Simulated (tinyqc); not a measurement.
Stress in a transistor channel from embedded alloy regions, liners and fins, by half-space elasticity: one step, computed by the program tinyqc. Command: `OMP_NUM_THREADS=1 python tinyqc.py 3014649 3014650 out.jsonl stressor walk`. One thread of a shared host (Intel(R) Xeon(R) Processor @ 2.30GHz), about 0.01 s of CPU time with the checks.

Plane strain in an isotropic half-space, the same constants everywhere; x along the channel from its centre, y downwards from the free surface; stress is positive in tension.

Question. Closed form at the surface. At x = y = 0 the integral is s_xx = -(4/pi) [E e/(1 - nu)] [arctan(2 d/L) - arctan(d/(L/2 + S))].

Inputs (values chosen for the exercise, modelled on silicon):

| quantity | value | unit |
|---|---|---|
| Young's modulus E | 169 | GPa |
| Poisson ratio nu | 0.23 | - |
| channel length L | 38 | nm |
| length of each stressor S | 25 | nm |
| recess depth d | 80 | nm |

Stressor: Si(1-x)C(x) source and drain.

misfit e = -0.00484

Give: s_xx at the surface.

Answer.

s_xx at the surface = 364.7 MPa

For fixed L and S it is largest at d = sqrt((L/2)(L/2 + S)) = 28.9 nm; d is beyond that.
